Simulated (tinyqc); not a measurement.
bcc against fcc: Finnis-Sinclair potential for a bcc metal: fit to cohesion and elasticity, then vacancy, surfaces and structure. Computed by tinyqc, a small Python program. Command: `OMP_NUM_THREADS=1 python tinyqc.py 3110715 3110716 out.jsonl fsfit walk`. One thread of a shared host (Intel(R) Xeon(R) Processor @ 2.30GHz), about 0.01 s of CPU time with the checks.

E = (1/2) sum V(r) - A sqrt(rho), rho = sum phi(r), phi = (r - d)^2 for r < d, V = (r - c)^2 (c0 + c1 r + c2 r^2) for r < c. In bcc the 8 first neighbours lie at sqrt(3) a/2 and the 6 second at a; both cut-offs lie below the third shell; Omega = a^3/2; E is per atom and z the number of atoms in a shell. The four constants A, c0, c1, c2 are fitted to E_c, zero pressure, B and C12 - C44 alone, so C44 and C11 - C12 are not matched singly; defects are unrelaxed.

Inputs (values chosen for the exercise, modelled on niobium): lattice constant a = 3.3 angstrom; cohesive energy E_c = 7.47 eV; target C11 = 250 GPa; target C12 = 132 GPa; target C44 = 29.4 GPa; density cut-off d/a = 1.183; pair cut-off c/a = 1.269.

Constants: 1 eV/angstrom^3 = 160.2176634 GPa.

Method:
- rho = sum z phi, rho1 = sum z r phi', rho2 = sum z r^2 phi''. At zero pressure the effective pair part V + 2 F' phi obeys C12 = C44, so C12 - C44 = F'' (rho1/3)^2/Omega with F'' = A/(4 rho^(3/2)); this gives A.
- With v_k = (r - c)^2 r^k the rows are (1/2) sum z v_k, (1/2) sum z r v_k' and (1/2) sum z r^2 v_k''. With rho1 = sum z r phi' and rho2 = sum z r^2 phi'' the right-hand sides are: -E_c + A sqrt(rho) (cohesion); A rho1/(2 sqrt(rho)) (zero pressure); 9 B Omega + A [rho2/(2 sqrt(rho)) - rho1^2/(4 rho^(3/2))] with B = (C11 + 2 C12)/3.
- Solve the three equations.
- E of each lattice against the volume per atom, as a multiple of Omega; all neighbours inside the cut-offs are summed.

c0, c1, c2 (eV/angstrom^2, eV/angstrom^3, eV/angstrom^4): [-1.81385, 2.19133, -0.50422]

A = 2.91259 eV/angstrom

Energies (eV/atom):
```
V/Omega      bcc      fcc  fcc less bcc (meV)
0.80     -7.0411  -6.8904              150.71
0.84     -7.2009  -6.9902              210.68
0.88     -7.3218  -7.0678              253.97
0.92     -7.4056  -7.1253              280.28
0.96     -7.4543  -7.1687              285.61
1.00     -7.4700  -7.2036              266.39
1.05     -7.4467  -7.2368              209.89
1.10     -7.3798  -7.2334              146.36
1.20     -7.1326  -7.1150               17.61
```

What follows from these numbers?

The lowest fcc row, at V/Omega = 1.05, lies +233 meV from the bcc minimum: the fit keeps bcc stable, though nothing in it asked for that.

Extremes, crossings and ranges named in words are read from the listed rows.
